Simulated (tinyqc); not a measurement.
Resistivity of narrow wires: free and nearly free electrons in a metal.

The cubic cell holds 4 atoms: n = 4 z/a^3, kF = (3 pi^2 n)^(1/3), EF = c kF^2/m, vF = 2 c kF/(m hbar), c = hbar^2/2m0; rs = (3/(4 pi n))^(1/3)/a0; D(EF) = 3 n/(2 EF).

Square wire of width w with grain size w: rho/rho0 = 1/(1 - 3 al/2 + 3 al^2 - 3 al^3 ln(1 + 1/al)) + (3/4) (1 - p) l/w, with al = (l/w) Rg/(1 - Rg) (Mayadas-Shatzkes plus the thick-wire form of Fuchs-Sondheimer); l = hbar kF/(n e^2 rho), e = 1.602176634e-19 C.

Constants: hbar^2/2m0 = 3.80998211 eV angstrom^2; hbar = 6.58211957e-16 eV s; a0 (Bohr radius) = 0.5291772105 angstrom.

Values chosen for the exercise (near those of Au, whose d bands this model ignores; shifted at random, so the results belong to these values and not to a real crystal): a = 4.038 angstrom (fcc lattice constant); z = 1 (free electrons an atom); m = 1.52 m0 (mass); rho = 2.28 micro-ohm cm (bulk resistivity); p = 0.2 (specularity of the surfaces); Rg = 0.35 (reflection at grain boundaries).

Wires:

| w (nm) | al | grain term (factor - 1) | surface term | rho (micro-ohm cm) |
|---|---|---|---|---|
| 200 | 0.097 | 0.142 | 0.108 | 2.85 |
| 100 | 0.194 | 0.279 | 0.216 | 3.41 |
| 50 | 0.388 | 0.548 | 0.433 | 4.52 |
| 30 | 0.647 | 0.901 | 0.721 | 5.98 |
| 20 | 0.971 | 1.339 | 1.082 | 7.80 |
| 14 | 1.387 | 1.899 | 1.546 | 10.13 |
| 10 | 1.942 | 2.642 | 2.164 | 13.24 |
| 7 | 2.775 | 3.756 | 3.092 | 17.89 |

l = 36.07 nm

At 7 nm the resistivity is 7.85 times the bulk value; grain boundaries add more (3.76 from grains, 3.09 from surfaces). It passes twice the bulk value between 50 and 30 nm. The surface formula is meant for w above l = 36 nm, so the rows below that are rough.

Program tinyqc; command `OMP_NUM_THREADS=1 python tinyqc.py 1651112 1651113 out.jsonl`; about 0.01 s on one thread of a shared Intel(R) Xeon(R) Processor @ 2.30GHz.
